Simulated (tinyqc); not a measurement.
# Minority carriers and saturation current of a heavily doped emitter: effects of single changes

n-type, parabolic bands, full ionisation. eta = (EF - Ec)/kB T solves N = Nc F12(eta), F12(x) = (2/sqrt(pi)) int_0^infinity sqrt(u)/(1 + exp(u - x)) du. The gap shrinks rigidly by dEg = a3 y^(1/3) + a4 y^(1/4) + a2 y^(1/2), y = N/1e18 cm^-3, an empirical law that is here taken as the true narrowing.

Inputs (values chosen for the exercise); band and dielectric values close to those of germanium: temperature T = 400 K; band gap Eg = 0.666 eV; conduction-band density of states at 400 K Nc = 1.6e19 cm^-3; valence-band density of states at 400 K Nv = 9.08e18 cm^-3; ionised donor density N = 2.7e18 cm^-3; coefficient of (N/1e18)^(1/3) a3 = 11.1 meV; coefficient of (N/1e18)^(1/4) a4 = 8.2 meV; coefficient of (N/1e18)^(1/2) a2 = 1.7 meV; minority-hole mobility mup = 140 cm^2/(V s); Auger coefficient Cn = 1.9e-31 cm^6/s; defect lifetime ts = 0.17 us; emitter width W = 890 nm; recombination velocity at the contact S = 2400 cm/s.

Constants: q = 1.602176634e-19 C, kB = 1.380649e-23 J/K, Vt = kB T/q. Results are converted to the units shown.

Each table varies one quantity; the others keep the values above.

## Effect of the contact

ni = sqrt(Nc Nv) exp(-Eg/(2 Vt)), Eg in volts; degeneracy factor g = F12(eta) exp(-eta); nie^2 = ni^2 exp(dEg/kB T) g, p0 = nie^2/N; apparent narrowing dEg + kB T ln g. 1/tau = Cn N^2 + 1/ts, D = mup Vt, L = sqrt(D tau); J0 = (q p0 D/L)(s + tanh(W/L))/(1 + s tanh(W/L)), s = S L/D; the share recombining inside is 1 - 1/[cosh(W/L)(1 + tanh(W/L)/s)].

Effect of the contact:
```
S (cm/s)	J0 (fA/cm^2)	share inside (%)
80	5.497e10	89.02
340	7.434e10	65.66
1500	1.586e11	30.46
6200	4.670e11	9.951
26000	1.371e12	2.997
1.1e5	2.784e12	1.172
4.8e5	3.721e12	0.7267
2.1e6	4.034e12	0.6240
8.8e6	4.112e12	0.6008
```

J0 rises from 5.50e10 to 4.11e12 fA/cm^2, between the limits q p0 (D/L) tanh(W/L) = 4.90e10 and q p0 (D/L) coth(W/L) = 4.14e12; W/L = 0.11, so passivating the contact can gain at most a factor of 84.5.

## Approximations to the Fermi level

With u = N/Nc: Boltzmann ln u; Joyce-Dixon ln u + 0.353553 u - 4.95009e-3 u^2 + 1.48386e-4 u^3 - 4.42563e-6 u^4; degenerate limit (3 sqrt(pi) u/4)^(2/3). The Einstein ratio is D/(mu Vt) = F12/Fm, Fm(x) = dF12/dx = (1/sqrt(pi)) int_0^infinity u^(-1/2)/(1 + exp(u - x)) du.

Approximations to the Fermi level:
```
N (cm^-3)	N/Nc	eta	Boltzmann	Joyce-Dixon	degenerate	D/(mu Vt)
1e18	0.062500	-2.7505	-2.7726	-2.7505	0.19040	1.0221
2.1e18	0.13125	-1.9843	-2.0307	-1.9843	0.31224	1.0462
4.1e18	0.25625	-1.2713	-1.3616	-1.2713	0.48775	1.0900
8.1e18	0.50625	-0.50299	-0.68072	-0.50299	0.76795	1.1765
1.6e19	1.0000	0.34875	0	0.34875	1.2090	1.3441
3.2e19	2.0000	1.3816	0.69315	1.3816	1.9192	1.6708
6.3e19	3.9375	2.6940	1.3705	2.6939	3.0147	2.2620
1.2e20	7.5000	4.4389	2.0149	4.4367	4.6323	3.2374
2.5e20	15.625	7.4440	2.7489	7.3669	7.5562	5.1174
4.9e20	30.625	11.764	3.4218	9.9759	11.834	7.9375
```

Boltzmann is within 0.1 of eta up to N/Nc = 0.26, Joyce-Dixon within 0.01 up to 7.5, and the degenerate limit is off by 0.070 in the last row. The Einstein ratio rises from 1.02 to 7.94: degenerate carriers diffuse faster for the same mobility.

## Effect of the doping

Same model as above.

The mobility is held fixed.

Effect of the doping:
```
N (cm^-3)	apparent narrowing (meV)	p0 (cm^-3)	L (nm)	J0 (fA/cm^2)	share inside (%)
3.2e17	14.48	2.807e12	9042	1.259e12	18.30
8e17	18.97	1.279e12	8965	5.756e11	18.56
2e18	24.62	6.028e11	8524	2.765e11	20.14
4.9e18	31.10	2.969e11	6797	1.515e11	28.42
1.2e19	37.52	1.460e11	3810	1.190e11	55.97
2.9e19	40.73	6.634e10	1707	1.628e11	86.78
7.3e19	32.41	2.070e10	688.4	2.019e11	98.05
1.8e20	-5.378	2.805e9	279.8	7.724e10	99.89
```

The apparent narrowing goes from 14.5 through a maximum of 40.7 (at N = 2.9e19 cm^-3 among the rows listed) to -5.38 meV. p0 goes as N^(-0.86) between the first two rows and N^(-2.21) between the last two (-1 without narrowing or degeneracy), and J0 moves up and down between 7.72e10 and 1.26e12 fA/cm^2.

Range of the model: Band tails, non-parabolic bands and incomplete ionisation are left out.

Computed by the program tinyqc: `OMP_NUM_THREADS=1 python tinyqc.py 2330152 2330153 out.jsonl`, one thread of a shared Intel Xeon 2.30GHz, about 0.01 s for the whole run.
